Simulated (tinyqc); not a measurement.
# Strain, valley repopulation and piezoresistance in a many-valley conduction band, step by step

A worked calculation. Computed by tinyqc, a small Python program that keeps every step. Command: `OMP_NUM_THREADS=1 python tinyqc.py 3007290 3007291 out.jsonl valleys walk`. One thread of a shared host (Intel(R) Xeon(R) Processor @ 2.30GHz), about 0.03 s of CPU time with the checks. Intermediate numbers are printed to about 6 digits and carried at full precision; extremes and crossings named in words are read from the listed rows.

Valleys are ellipsoids with mass m_l along the axis a and m_t across it, parabolic, with one constant relaxation time; strain shifts the valleys and leaves the masses alone. Currents are taken along [100], in the plane, and along [001], across the plane.

Inputs (values chosen for the exercise, modelled on silicon):
```
quantity                               value    unit
longitudinal mass m_l                   0.91     m_0
transverse mass m_t                    0.187     m_0
shear deformation potential Xi_u        9.18      eV
dilation deformation potential Xi_d      1.1      eV
C11                                      166     GPa
C12                                     63.5     GPa
C44                                     80.2     GPa
stress X (tension positive)             -640     MPa
electron density n                   1.8e+17  1/cm^3
relaxation time tau                       70      fs
temperature T                            150       K
```

Valley axes: <100> (6 valleys in 3 pairs). Load: biaxial in the (001) plane.

Constants: k_B = 8.617333262e-05 eV/K; m_0 = 9.1093837015e-31 kg; k_B = 1.380649e-23 J/K; hbar = 1.054571817e-34 J s; e = 1.602176634e-19 C.

## Strain

Compliances S11 = (C11 + C12)/((C11 - C12)(C11 + 2 C12)), S12 = -C12/((C11 - C12)(C11 + 2 C12)), S44 = 1/C44; stress sigma_xx = sigma_yy = X, all else 0; e_xx = S11 sigma_xx + S12 (sigma_yy + sigma_zz), e_xy = S44 sigma_xy/2 (tensor strain).

strain tensor (%):
```
           x          y         z
x  -0.353750   0.000000  0.000000
y   0.000000  -0.353750  0.000000
z   0.000000   0.000000  0.270640
```

## Valley shifts

Herring-Vogt shift of a valley with unit axis a: dE = Xi_d tr(e) + Xi_u a.e.a.

shifts dE (meV): x -37.2797, y -37.2797, z 20.0393

splitting (highest minus lowest) = 57.3190 meV

Lowest: x, y; the splitting is 4.43 k_B T.

## Populations

Each of the 6 valleys holds n_v = N_v (2/sqrt(pi)) F_1/2((E_F - dE_v)/(k_B T)), N_v = 2 (m_d k_B T/(2 pi hbar^2))^(3/2), m_d = (m_l m_t^2)^(1/3); E_F solves sum n_v = n and is counted from the unstrained edge. F_j(eta) = int_0^infinity x^j/(1 + exp(x - eta)) dx, without a gamma-function factor. It is evaluated after integrating by parts. Integrals over x = E/(k_B T) use 160 Gauss-Legendre points in u = sqrt(x) from 0 to sqrt(max(eta, 0) + 32).

Fermi level E_F = -83.2470 meV

share of the electrons (per pair): x 0.497023, y 0.497023, z 0.005954

## Mobility tensor and resistance change

Mobility tensor mu = e tau sum_v (n_v/n) [1/m_t + (1/m_l - 1/m_t) a a^T]; unstrained mu_0 = e tau (1/m_l + 2/m_t)/3; resistivity along d from the inverse tensor, rho_d = d.mu^-1.d/(n e), mobility along d = 1/(d.mu^-1.d); gauge pi_d = (rho_d/rho_0 - 1)/X.

mobility tensor (cm^2/(V s)):
```
         x        y        z
x  398.395    0.000    0.000
y    0.000  398.395    0.000
z    0.000    0.000  655.267
```

unstrained mobility mu_0 = 484.019 cm^2/(V s)

mobility along the first direction = 398.395 cm^2/(V s)

mobility along the second direction = 655.267 cm^2/(V s)

resistance change along the first direction = 21.4922 %

resistance change along the second direction = -26.1341 %

The mobility lies between e tau/m_l = 135 and e tau/m_t = 658; the trace stays at 3 mu_0. Along the first direction the filled valleys present more of their heavy mass.

## Linear piezoresistance coefficients

With eta_0 the reduced Fermi level without strain, r = F_-1/2(eta_0)/(2 F_1/2(eta_0)) (1 for a classical gas) and c = r (Xi_u/k_B T) (m_l - m_t)/(2 m_l + m_t): pi11 = -(2/3) c (S11 - S12), pi12 = -pi11/2, pi44 = 0, with S11 - S12 = 1/(C11 - C12).

eta_0 = -3.95897

degeneracy factor r = 0.993346

pi11 = -165.293 1e-11/Pa

pi12 = 82.6466 1e-11/Pa

pi44 = 0 1e-11/Pa

The gas is classical, so the coefficients follow 1/T.

## Full result against the linear law

Linear theory: pi = pi11 + pi12 in the plane and 2 pi12 across it.

Resistance changes (%); at 2000 MPa the strain is near or above 1 %, where band warping, left out here, matters:
```
X (MPa)  splitting (meV)  largest share  first direction    linear  second direction    linear
-2000            179.122       0.500000          21.9690   165.293           -26.483  -330.586
-1000             89.561       0.499753          21.9293    82.647           -26.455  -165.293
-400              35.824       0.484698          19.5575    33.059           -24.651   -66.117
-150              13.434       0.424512          10.9309    12.397           -16.463   -24.794
-50                4.478       0.369176           4.0297     4.132            -7.190    -8.265
50                 4.478       0.413594          -4.1567    -4.132             9.498     8.265
150               13.434       0.583854         -11.9231   -12.397            37.126    24.794
400               35.824       0.887121         -23.0322   -33.059           149.058    66.117
1000              89.561       0.998006         -26.4252   -82.647           255.017   165.293
2000             179.122       0.999998         -26.4835  -165.293           257.751   330.586
```

Along the first direction the linear law holds within 10 % for 3 of the 10 stresses, at -50.0, 50.0, 150 MPa. At the largest compression the full change is +22.0 % against the linear +165.3 %, at the largest tension -26.5 % against -165.3 %: once the splitting is comparable with k_B T (or E_F) the populations no longer follow it linearly, and the change must saturate when the upper valleys are empty.

Checks made by the program: trace of the tensor against 3 mu_0 (relative difference below 1e-10); linear coefficients against the full calculation at 0.01 MPa (relative difference 3e-05).
